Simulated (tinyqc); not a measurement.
From results back to parameters: band-to-band tunnelling across a p-n junction in a two-band chain. Three cases, with inputs chosen for the exercise.

Problem. In a uniform field T = exp(-B/F), B = (pi/4) sqrt(m/c) Eg^(3/2), c = hbar^2/2m0, 1 V/angstrom = 100 MV/cm. m is the band-edge mass, the same for both bands (twice the reduced mass). The ratio below comes from a hidden m.

Constants: hbar^2/2m0 = 3.80998211 eV angstrom^2.

Find: B; m.

Method. B is the logarithm over 1/F1 - 1/F2, and m = c (4B/pi)^2/Eg^3 with B in V/angstrom.

Case 1.

Values chosen (out of a larger set: gap and mass near those of InAs; not measured data): Eg = 0.37 eV (gap); F1 = 1.25 MV/cm (first field); F2 = 3.22 MV/cm (second field).

ln(T2/T1) = 0.695183

Solution.

B = 1.420 MV/cm
m = 0.0246 m0

Case 2.

Values chosen (out of a larger set: gap and mass near those of InGaAs; not measured data): Eg = 0.782 eV (gap); F1 = 1.25 MV/cm (first field); F2 = 2.01 MV/cm (second field).

ln(T2/T1) = 1.716693

Solution.

B = 5.675 MV/cm
m = 0.0416 m0

Case 3.

Values chosen (out of a larger set: gap and mass near those of Ge (direct gap); not measured data): Eg = 0.825 eV (gap); F1 = 1.39 MV/cm (first field); F2 = 2.91 MV/cm (second field).

ln(T2/T1) = 2.223184

Solution.

B = 5.916 MV/cm
m = 0.0385 m0

Computed by tinyqc, one run a case: `OMP_NUM_THREADS=1 python tinyqc.py N N+1 out.jsonl` with N = 1482780, 1482782, 1482798; one thread of a shared Intel(R) Xeon(R) Processor @ 2.30GHz, about 0.01 s a run at most.
